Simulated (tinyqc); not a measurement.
Short-channel transistor, virtual-source model with series resistance: effect of the temperature on the on and off currents.

The current per gate width is the charge at the top of the source barrier (the virtual source) times its velocity times a saturation function; al and be are fitting constants of the model. Units: I in uA/um, Rs in ohm um, so I Rs = 1e-6 I Rs in volts; Q in uC/cm^2, so I = 1e-4 Q vx0 Fsat with vx0 in cm/s.

Intrinsic voltages Vg' = Vgs - I Rs, Vd' = Vds - 2 I Rs. n = n0 + nd Vd', VT = VT0 - dl Vd', Ff = 1/(1 + exp((Vg' - VT + al Vt/2)/(al Vt))), Q = Cinv n Vt ln(1 + exp((Vg' - VT + al Vt Ff)/(n Vt))), Vdsat = (vx0 L/mu)(1 - Ff) + Vt Ff, Fsat = u/(1 + u^be)^(1/be) with u = Vd'/Vdsat, and I = Q vx0 Fsat per width. I is solved self-consistently. Ion is I at Vgs = Vds = 1 V, Ioff at Vgs = 0, Vds = 1 V, and Rlin = Vds/I at Vgs = 1 V, Vds = 0.05 V. mu, vx0, VT0, dl and n0 are held fixed.

Inputs (values chosen for the exercise): inversion capacitance Cinv = 1.36 uF/cm^2; velocity at the virtual source vx0 = 9.44e6 cm/s; apparent mobility mu = 1200 cm^2/(V s); channel length L = 16 nm; threshold at zero drain voltage VT0 = 0.323 V; drain-induced barrier lowering dl = 0.081 V/V; subthreshold factor n0 = 1.18; growth of n with drain voltage nd = 0.2 1/V; threshold shift (in units of Vt) from weak to strong inversion al = 3.5; sharpness of saturation be = 1.4; series resistance of each contact Rs = 50 ohm um.

Constants: q = 1.602176634e-19 C, kB = 1.380649e-23 J/K, Vt = kB T/q. Results are converted to the units shown.

Results:
```
T (K)	Ion (uA/um)	Ioff (nA/um)	log10(Ion/Ioff)	Rlin (ohm um)
200	904.1	13.62	4.822	120.7
230	904.1	56.23	4.206	120.7
260	904.1	166.5	3.735	120.7
290	904.1	391.6	3.363	120.7
320	904.1	780.3	3.064	120.8
350	904.2	1376	2.818	120.8
410	904.4	3303	2.438	120.8
```

Estimate the missing row, T = 380 K.

Computed row:
```
T (K)	Ion (uA/um)	Ioff (nA/um)	log10(Ion/Ioff)	Rlin (ohm um)
380	904.3	2210	2.612	120.8
```

With this row back in the table: As T goes from 200 to 410 K, Ion stays near 904 uA/um, Ioff rises from 13.6 to 3300 nA/um and Rlin stays near 121 ohm um. Ion changes by a factor of 1.00 and Ioff by 242. For T = 350 to 410 K the off current passes 1 uA/um, so the device is hardly off at Vgs = 0.

tinyqc, about 0.02 s, one thread, Intel Xeon 2.30GHz (shared host): `OMP_NUM_THREADS=1 python tinyqc.py 2380160 2380161 out.jsonl`
